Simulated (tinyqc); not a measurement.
What moves the results: ellipsoidal valleys in the axes of a wafer and a channel. A value that a table varies takes the place of the one given here.

Valleys with axes a along [111], [1-1-1], [-11-1] and [-1-11], one whole valley each; inverse mass tensor w = 1/mt + (1/ml - 1/mt) a a. Device axes: z = nz/|nz|, x = nx/|nx|, y = z cross x; in them a = (ax, ay, az). Confinement mass mz = 1/w_zz. In the plane w_ij is replaced by u_ij = w_ij - w_iz w_jz/w_zz (i, j = x, y); density-of-states mass md = 1/sqrt(det u); conductivity mass along x mc = 1/u_xx; ballistic transport mass mx = u_yy/det u, width mass my = 1/u_yy.

Hard walls: E_n = c (n pi/t)^2/mz, c = hbar^2/2m0, n = 1, 2, 3. Non-degenerate share of a valley proportional to md sum_n exp(-E_n/kT); mean 1/mc = sum of share/mc. 1 nm = 10 angstrom.

Constants: hbar^2/2m0 = 3.80998211 eV angstrom^2; kB = 8.617333262e-05 eV/K.

Parameters, chosen for this exercise (near those of the L valleys of Ge; not measured data):

| symbol | value | unit | meaning |
|---|---|---|---|
| ml | 1.575 | m0 | longitudinal mass |
| mt | 0.085 | m0 | transverse mass |
| t | 5.2 | nm | thickness of the film |
| T | 300 | K | temperature |
| nz | (1, 0, 0) |  | surface normal (confinement) |
| nx | (0, 1, 1) |  | channel direction |

## Wafer and channel orientation

For each face/channel: the lowest ladder (mz, number of valleys, md, E1, share) and the mean conductivity mass over all valleys.

Results:

| face/channel | mz | valleys | md | E1 (meV) | share | mean mc |
|---|---|---|---|---|---|---|
| (100)/[011] | 0.124 | 4 | 0.303 | 112.0 | 1.000 | 0.1576 |
| (113)/[1-10] | 0.300 | 1 | 0.195 | 46.4 | 0.833 | 0.0972 |
| (110)/[001] | 0.230 | 2 | 0.222 | 60.4 | 0.971 | 0.5247 |
| (210)/[001] | 0.197 | 2 | 0.241 | 70.7 | 0.943 | 0.2900 |
| (110)/[1-10] | 0.230 | 2 | 0.222 | 60.4 | 0.971 | 0.0866 |
| (001)/[100] | 0.124 | 4 | 0.303 | 112.0 | 1.000 | 0.1576 |
| (112)/[11-1] | 0.534 | 1 | 0.146 | 26.0 | 0.917 | 0.2272 |

What can be read from the table?

The mean conductivity mass is lowest, 0.0866, for (110)/[1-10] and highest, 0.5247, for (110)/[001]; the bulk value is 0.1241. The confinement energy is lowest on the face with the heaviest mz ((112), 26 meV). The density of states of the lowest ladder, valleys times md, runs between 0.146 and 1.211; a small value limits the charge through the quantum capacitance.

## What each parameter does

Lowest E1, its share and the mean conductivity mass. Each row changes one parameter from the base and keeps the others.

Results:

| case | lowest E1 (meV) | share | mean mc (m0) |
|---|---|---|---|
| base | 112.01 | 1.0000 | 0.1576 |
| ml = 1.417 m0 | 112.34 | 1.0000 | 0.1563 |
| mt = 0.094 m0 | 101.57 | 1.0000 | 0.1730 |
| t = 5.72 nm | 92.57 | 1.0000 | 0.1576 |
| T = 270 K | 112.01 | 1.0000 | 0.1576 |

What can be read from the table?

The largest shifts from the base row, up to three for each result and ties (the steps differ in size, so this ranks the rows, not the parameters). lowest E1 (meV): t -19.44, mt -10.44, ml +0.33; unchanged at the printed digits by T. share: unchanged at the printed digits by ml, mt, t and T. mean mc (m0): mt +0.0154, ml -0.0012; unchanged at the printed digits by t and T.

Run: tinyqc, `OMP_NUM_THREADS=1 python tinyqc.py 1880941 1880942 out.jsonl`; Intel(R) Xeon(R) Processor @ 2.30GHz, one thread, shared host; about 0.01 s of CPU time with all checks.
